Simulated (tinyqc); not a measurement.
# Metal gate on a two-layer dielectric stack with fixed charge and a dipole: effects of single changes

Gate, layer 2, layer 1, p-type semiconductor; x runs from the gate inwards. Charges are counted in units of +q. psi is the band bending at the surface, positive towards inversion. Classical charge, Boltzmann statistics, no interface traps.

Parameters, values chosen for the exercise; band and dielectric values close to those of silicon, layer 1 close to silicon dioxide, layer 2 close to hafnium oxide: temperature T = 300 K; band gap Eg = 1.12 eV; relative permittivity eps_r = 11.7; conduction-band density of states at T Nc = 2.8e19 cm^-3; valence-band density of states at T Nv = 2.62e19 cm^-3; electron affinity chi = 4.1 eV; acceptor density Na = 1.6e17 cm^-3; work function of the gate metal pM = 4.31 eV; thickness of layer 1, next to the semiconductor t1 = 0.5 nm; relative permittivity of layer 1 e1 = 3.89; thickness of layer 2, next to the gate t2 = 1.2 nm; relative permittivity of layer 2 e2 = 21.3; fixed charge at the semiconductor interface Q1 = 1.6e12 cm^-2; fixed charge between the layers Q2 = -4.1e11 cm^-2; uniform charge density in layer 1 r1 = 0 cm^-3; uniform charge density in layer 2 r2 = 0 cm^-3; flat-band shift by a dipole layer between the layers Vd = 0.39 V.

Constants: q = 1.602176634e-19 C, kB = 1.380649e-23 J/K, Vt = kB T/q, eps0 = 8.8541878128e-14 F/cm where lengths are in cm. Results are converted to the units shown.

Each table varies one quantity; the others keep the values above.

## Flat band against the thickness t1

EOT = 3.9 (t1/e1 + t2/e2), Cox = eps0/(t1/e1 + t2/e2); phi_ms = pM - (chi + Eg - Vt ln(Nv/Na)). Vfb = phi_ms + Vd - (q/eps0) [Q1 (t1/e1 + t2/e2) + Q2 t2/e2 + r1 (t1^2/(2 e1) + t1 t2/e2) + r2 t2^2/(2 e2)]: each charge counts with its electrical distance from the gate. ni = sqrt(Nc Nv) exp(-Eg/(2 Vt)), Eg in volts, pB = Vt ln(Na/ni), Vth = Vfb + 2 pB + sqrt(4 q eps0 eps_r Na pB)/Cox.

Result of one run:
```
t1 (nm)	EOT (nm)	Vfb (V)	Vth (V)
2.9	3.127	-0.6162	0.4315
```

What becomes of these results when the thickness of layer 1, next to the semiconductor t1 is changed from 2.9 to 5.2 nm, all else the same?

Result of the changed run:
```
t1 (nm)	EOT (nm)	Vfb (V)	Vth (V)
5.2	5.433	-0.7874	0.4025
```

The whole series:
```
t1 (nm)	EOT (nm)	Vfb (V)	Vth (V)
0.5	0.7210	-0.4375	0.4616
1.3	1.523	-0.4971	0.4516
2.1	2.325	-0.5566	0.4415
2.9	3.127	-0.6162	0.4315
3.6	3.829	-0.6683	0.4227
4.4	4.631	-0.7278	0.4126
5.2	5.433	-0.7874	0.4025
6	6.235	-0.8469	0.3925
```

Vfb falls from -0.438 to -0.847 V and Vth falls from 0.462 to 0.392 V. The slope dVfb/dEOT is -74.2 mV/nm between the first two rows and -74.2 between the last two: a straight line, set by the charge below the growing layer, which reads as 1.60e12 cm^-2. A line through the end rows meets EOT = 0 at -0.384 V, against phi_ms + Vd = -0.388 V; an effective work function read from it is off by 394 mV from pM.

## Flat band against the thickness t2

Same model as above.

Flat band against the thickness t2:
```
t2 (nm)	EOT (nm)	Vfb (V)	Vth (V)
1	0.6844	-0.4355	0.4614
1.7	0.8126	-0.4426	0.4622
2.4	0.9407	-0.4497	0.4630
3.1	1.069	-0.4568	0.4639
3.9	1.215	-0.4648	0.4648
4.6	1.344	-0.4719	0.4657
5.3	1.472	-0.4790	0.4665
6	1.600	-0.4861	0.4673
```

Vfb falls from -0.436 to -0.486 V and Vth rises from 0.461 to 0.467 V. The slope dVfb/dEOT is -55.2 mV/nm between the first two rows and -55.2 between the last two: a straight line, set by the charge below the growing layer, which reads as 1.19e12 cm^-2. A line through the end rows meets EOT = 0 at -0.398 V, against phi_ms + Vd = -0.388 V; an effective work function read from it is off by 380 mV from pM.

Numbers from tinyqc (`OMP_NUM_THREADS=1 python tinyqc.py 2010046 2010047 out.jsonl`; about 0.01 s on one thread of a shared Intel Xeon 2.30GHz).
